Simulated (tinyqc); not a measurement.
Closable height against the size of the gap: wafer bonding and layer transfer: bond energy, gap closing, particles, bonding of dissimilar wafers and hydrogen blisters. Computed by tinyqc, a small Python program. Command: `OMP_NUM_THREADS=1 python tinyqc.py 3016395 3016396 out.jsonl bond walk`. One thread of a shared host (Intel(R) Xeon(R) Processor @ 2.30GHz), about 0.01 s of CPU time with the checks.

gamma is the energy per area of each of the two surfaces; plates are isotropic.

Inputs (values chosen for the exercise, with wafer 1 close to silicon): Young's modulus E1 = 147 GPa; Young's modulus E2 = 101 GPa; Poisson ratio nu = 0.28; thickness t1 = 525 micrometre; thickness t2 = 500 micrometre; blade thickness t_b = 100 micrometre; crack length L = 11.2 mm.

Pair: two different wafers.

Method. Two cantilevers opened by t_b: gamma = 3 t_b^2 E1 t1^3 E2 t2^3/(16 L^4 (E1 t1^3 + E2 t2^3)). E' = E1/(1 - nu^2), equal wafers of thickness t1 assumed. A gap of radius R closes if h_g < h_c: h_c = R^2/sqrt((2/3) E' t1^3/gamma) for R > 2 t1 (plate bending), h_c = 3.6 sqrt(R gamma/E') for R < 2 t1 (local deformation).

bond energy gamma = 0.944067 J/m^2

Gap closing:
```
R (mm)    regime    h_c (nm)  slope h_c/R
1.00e-04   local  2.7696e+00     0.027696
1.00e-03   local  8.7582e+00     0.008758
1.00e-02   local  2.7696e+01     0.002770
1.00e-01   local  8.7582e+01     0.000876
5.00e-01   local  1.9584e+02     0.000392
2.00e+00   plate  9.9079e+02     0.000495
5.00e+00   plate  6.1924e+03     0.001238
2.00e+01   plate  9.9079e+04     0.004954
5.00e+01   plate  6.1924e+05     0.012385
```

Roughness of 100 nm scale may be 2.8 nm in half height, waviness of radius 5 cm as much as 620 micrometre: h_c goes as R^(1/2) when the wafer deforms locally and as R^2 when it bends. The allowed slope is least near R = 2 t1, so defects about 4 t1 wide are the hardest to close; bow matters little.

Extremes, crossings and ranges named in words are read from the listed rows.
